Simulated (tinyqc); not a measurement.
Worked calculation: quasiparticle equation with a plasmon-pole self-energy for two band edges. Values are carried at full precision from step to step, so a last printed digit may differ when a step is redone from the rounded ones.

For each edge E = e + X + Sc(E), with the correlation part Sc(E) = A[0]/(E - a + w) + A[1]/(E - b - w); a and b are the valence and conduction energies that enter the Green function (a = ev, b = ec in the one-shot scheme). Z = 1/(1 - dSc/dE), dSc/dE = -A[0]/(E - a + w)^2 - A[1]/(E - b - w)^2.

Inputs chosen for the exercise (scales of the order of those of diamond; the results hold for these values, not for the real material):

| symbol | value | unit | meaning |
|---|---|---|---|
| ev | 0 | eV | mean-field valence top |
| ec | 3.97 | eV | mean-field conduction edge |
| w | 28 | eV | pole energy |
| Av | (103.3, 67.1) | eV^2 | weights of the valence state on the hole and electron poles |
| Ac | (67.1, 122.2) | eV^2 | the same for the conduction state |
| Xv | -2.19 | eV | exchange minus the mean-field potential, valence |
| Xc | 3.34 | eV | the same, conduction |

## Linearised one-shot correction

Evaluate Sc and its slope at the mean-field energy; E = e + Z (X + Sc).

Terms:

| edge | Sc (eV) | dSc/dE | Z | X + Sc (eV) | E (eV) |
|---|---|---|---|---|---|
| valence | 1.5904 | -0.1974 | 0.8351 | -0.5996 | -0.5007 |
| conduction | -2.2654 | -0.2215 | 0.8187 | 1.0746 | 4.8497 |

gap = 5.3504 eV
gap with Z = 1 = 5.6441 eV

The gap opens by 1.380 eV, 36 % of it by lowering the valence top. Setting Z = 1 would overshoot by 0.294 eV. X and Sc have opposite signs and are each larger than the sum they leave, so both must be converged well.

## Solving the equation for the conduction edge

Newton steps on f(E) = E - ec - Xc - Sc(E) from E = ec; the first step is the linearised result.

Iterates:

| step | E (eV) | Sc (eV) | f (eV) |
|---|---|---|---|
| 0 | 3.97000 | -2.26544 | -1.074557 |
| 1 | 4.84969 | -2.46321 | 0.002901 |
| 2 | 4.84733 | -2.46267 | 0.000000 |
| 3 | 4.84733 | -2.46267 | 0.000000 |

The linearisation errs by +2.4 meV, as the shift is only 0.031 of the pole energy.

## All solutions for the valence state

Multiplying out gives a cubic; give its three roots and their weights Z.

roots (eV): -31.638  -0.500  33.918

weights: 0.1134  0.8332  0.0535

The weights add up to 1. The satellite below lies 31.14 eV from the main peak, 11 % more than w: this scheme places plasmon satellites too far out, and gives one where a cumulant form gives a series.

## Updating the energies in the Green function

Solve both equations exactly, put the results in place of a and b, and repeat five times; w is kept.

Cycles (eV):

| cycle | Ev | Ec | gap |
|---|---|---|---|
| 1 | -0.5001 | 4.8473 | 5.3475 |
| 2 | -0.5108 | 4.9382 | 5.4490 |
| 3 | -0.5074 | 4.9493 | 5.4568 |
| 4 | -0.5065 | 4.9509 | 5.4574 |
| 5 | -0.5063 | 4.9512 | 5.4575 |

The update moves the gap by +110 meV from the one-shot value; each cycle shrinks the change to about 0.08 of the one before.

## Checks

- Sum of the weights of the three roots: both 1.000000.
- Newton result against the root by bisection (eV): both 4.84733.

Computed by tinyqc, a small Python program: `OMP_NUM_THREADS=1 python tinyqc.py 1850227 1850228 out.jsonl` (the numbers bound the seed that draws the inputs); one thread of a shared host (Intel(R) Xeon(R) Processor @ 2.30GHz), about 0.01 s for the whole set of steps.
